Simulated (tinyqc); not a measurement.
Worked calculation: tight binding, kagome lattice. Computed by tinyqc, a small Python program that keeps every step. Settings: t1 = 1.49, t2 = 1.49, delta = -0.33, bands filled = 2. Command: `OMP_NUM_THREADS=1 python tinyqc.py 30231 30232 out.jsonl` (the two numbers bound the seeds that draw the settings). One thread of a shared host (Intel(R) Xeon(R) Processor @ 2.60GHz), about 0.01 s of CPU time with the checks.

## Bloch Hamiltonian at k

Parameters chosen for this model:

| parameter | value | unit |
|---|---|---|
| t1 | 1.490000 | eV, up triangles |
| t2 | 1.490000 | eV, down triangles |
| delta | -0.330000 | eV on site C |

k point k (fractions of the reciprocal vectors): 0.090000  -0.150000

H_AB = -t1 - t2 exp(-i k.a1), H_AC = -t1 - t2 exp(-i k.a2), H_BC = -t1 - t2 exp(i k.(a1 - a2)), H_CC = delta.

H(k) at k (eV), lower triangle (Hermitian):
```
                     A                    B          C
A             0.000000
B  -2.748049-0.798382i             0.000000
C  -2.365800+1.205435i  -1.583558+1.487060i  -0.330000
```

## Levels at k

Diagonalise the Hermitian matrix.

eigenvalues (eV): -5.241257  1.958416  2.952841

weights |c|^2 of the basis functions:
```
     band 1    band 2    band 3
A  0.356339  0.033149  0.610512
B  0.316826  0.358740  0.324434
C  0.326835  0.608111  0.065054
```

## Bloch Hamiltonian at K

k point K (fractions of the reciprocal vectors): 0.333333  0.666667

As before.

H(k) at K (eV), lower triangle (Hermitian):
```
                     A                    B          C
A             0.000000
B  -0.745000-1.290378i             0.000000
C  -0.745000+1.290378i  -0.745000-1.290378i  -0.330000
```

## Levels at K

As before.

eigenvalues (eV): -1.715278  -1.490000  2.875278

weights |c|^2 of the basis functions:
```
     band 1    band 2    band 3
A  0.150883  0.500000  0.349117
B  0.150883  0.500000  0.349117
C  0.698233  0.000000  0.301767
```

## Bands along a path

The same steps at evenly spaced points between the labelled ones.

Bands along the path (eV):

| k | band 1 | band 2 | band 3 |
|---|---|---|---|
| G | -6.072740 | 2.762740 | 2.980000 |
| G-K 0.33 | -5.371273 | 2.108367 | 2.932906 |
| G-K 0.67 | -3.591420 | 0.351520 | 2.909900 |
| K | -1.715278 | -1.490000 | 2.875278 |
| K-M 0.33 | -2.455118 | -0.726426 | 2.851544 |
| K-M 0.67 | -2.970302 | -0.188970 | 2.829273 |
| M | -3.149564 | 0 | 2.819564 |
| M-K' 0.33 | -2.970302 | -0.188970 | 2.829273 |
| M-K' 0.67 | -2.455118 | -0.726426 | 2.851544 |
| K' | -1.715278 | -1.490000 | 2.875278 |

With 2 band(s) filled, the highest filled level on these points lies at G and the lowest empty one at M: a gap of 0.0568 eV, indirect.
